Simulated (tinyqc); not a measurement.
Epitaxial growth on a vicinal surface: Burton-Cabrera-Frank step flow, step-edge barrier and island nucleation: one step, computed by the program tinyqc. Command: `OMP_NUM_THREADS=1 python tinyqc.py 3028532 3028533 out.jsonl stepflow walk`. One thread of a shared host (Intel(R) Xeon(R) Processor @ 2.30GHz), about 0.01 s of CPU time with the checks.

Adatoms land at rate F, hop on a square grid (a simplification for hexagonal faces), desorb, or join steps. Lengths are in units of a and n is the adatom coverage. Steps ascend at x = 0 and descend at x = l.

Problem. Terrace solution. D n'' - n/tau + F = 0 with n(0) = n_eq and -l_s n'(l) = n(l) - n_eq. With u = n - F tau, A = n_eq - F tau, y = l/x_s, s = l_s/x_s: u = A cosh(x/x_s) + B sinh(x/x_s), B = A (1 - cosh y - s sinh y)/(sinh y + s cosh y). Flux into the ascending step J+ = D B/x_s, over the descending one J- = -(D/x_s)(A sinh y + B cosh y); step velocity J+ + J-; growth rate (J+ + J-)/l. For small y: J+ + J- = (F - n_eq/tau) l, J-/J+ = l/(l + 2 l_s). The coverage peaks where n' = 0, tanh(x/x_s) = -B/A.

Inputs (values chosen for the exercise, close to those used for GaAs(001)):
```
quantity                                    value      unit
deposition rate F                            0.19  layers/s
temperature T                                 670         C
critical nucleus size i                         3         -
binding energy of the critical nucleus E_i   0.69        eV
```

D = 817804.3 a^2/s

lifetime tau = 9.561861 s

diffusion length x_s = 2796.378 a

equilibrium coverage n_eq = 8.284663e-06

terrace width l = 405.3672 a

Schwoebel length l_s = 20.67155 a

Give: J+; J-; growth rate; peak coverage; position of the peak.

Solution.

J+ = 40.301 atoms per step site and s

J- = 36.565 atoms per step site and s

growth rate = 0.18962 layers/s

peak coverage = 0.0052421

position of the peak = 212.52 a

Caution: twice the distance from the ascending step to the coverage peak exceeds the expected island spacing [0.25 (F/D)^(i/(i+2)) exp(E_i/((i+2) k_B T))]^(-1/2) by 40 % or more, so islands nucleate and the step-flow values are formal.
